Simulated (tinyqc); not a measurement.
Estimate of lattice thermal conductivity from elastic moduli (Slack, Klemens and Cahill formulas): one step, computed by the program tinyqc. Command: `OMP_NUM_THREADS=1 python tinyqc.py 3017041 3017042 out.jsonl slack walk`. One thread of a shared host (Intel(R) Xeon(R) Processor @ 2.30GHz), about 0.01 s of CPU time with the checks.

An isotropic solid.

Question. Velocities, Poisson ratio and Debye temperature. rho = M/V; vL = sqrt((B + 4G/3)/rho), vT = sqrt(G/rho); v_m = [(vL^-3 + 2 vT^-3)/3]^(-1/3); Poisson ratio sigma = (3B - 2G)/(6B + 2G); Theta = hbar v_m (6 pi^2/V)^(1/3)/k_B.

Inputs (values chosen for the exercise, for a model crystal):
```
quantity            value        unit
bulk modulus B       43.2         GPa
shear modulus G      24.6         GPa
volume per atom V    17.5  angstrom^3
mean atomic mass M    161           u
```

Grueneisen parameter: from the Poisson ratio.

Constants: u = 1.6605390666e-27 kg; hbar = 1.054571817e-34 J s; k_B = 1.380649e-23 J/K.

Give: density rho; vL; vT; v_m; Poisson ratio sigma; Debye temperature Theta.

Answer.

density rho = 15277 kg/m^3

vL = 2230 m/s

vT = 1269 m/s

v_m = 1411 m/s

Poisson ratio sigma = 0.2607

Debye temperature Theta = 161.8 K
